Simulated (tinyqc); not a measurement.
CMOS inverter, nodal equation and switching: one step of the calculation.

An n-channel pull-down (bn, VTn) and a p-channel pull-up (bp, VTp) share the input Vin and the output node Vout, which carries the load C. Transistor (EKV form, voltages against the body): I = 2 n b Vt^2 [F(vp - Vs) - F(vp - Vd)] from drain to source, F(v) = ln^2(1 + exp(v/(2 Vt))), vp = (Vg - VT + sg |Vd - Vs|)/n. n-channel bodies are at 0; for the p-channel device all voltages are counted down from Vdd. b in uA/V^2 gives I in uA. Static: In = Ip. Transient: C dVout/dt = Ip - In. No velocity saturation, no gate capacitance beyond C.

Task. One time step of the falling output. The input steps to Vdd at t = 0; I = In - Ip. Implicit Euler: V(new) = V - (dt/C) I(V(new)), solved for V(new); 1 ps uA/fF = 1 mV.

Parameters, values chosen for the exercise:
- T = 273 K (temperature)
- Vdd = 0.5 V (supply voltage)
- n = 1.23 (slope factor)
- sg = 0.069 (drain-induced barrier lowering)
- VTn = 0.38 V (n-channel threshold)
- VTp = 0.28 V (p-channel threshold (magnitude))
- bn = 870 uA/V^2 (gain factor of the pull-down transistor)
- bp = 260 uA/V^2 (gain factor of the pull-up transistor)
- C = 0.54 fF (load capacitance)
- dt = 4 ps (time step)

Constants: q = 1.602176634e-19 C, kB = 1.380649e-23 J/K, Vt = kB T/q. Results are converted to the units shown.

Vout at t = 0 = 0.5 V

Wanted: I(V); I(V(new)); Vout after step 1.

Result.

I(V) = 8.871 uA
I(V(new)) = 8.426 uA
Vout after step 1 = 0.4376 V

tinyqc, about 0.05 s, one thread, Intel Xeon 2.30GHz (shared host): `OMP_NUM_THREADS=1 python tinyqc.py 2340113 2340114 out.jsonl`
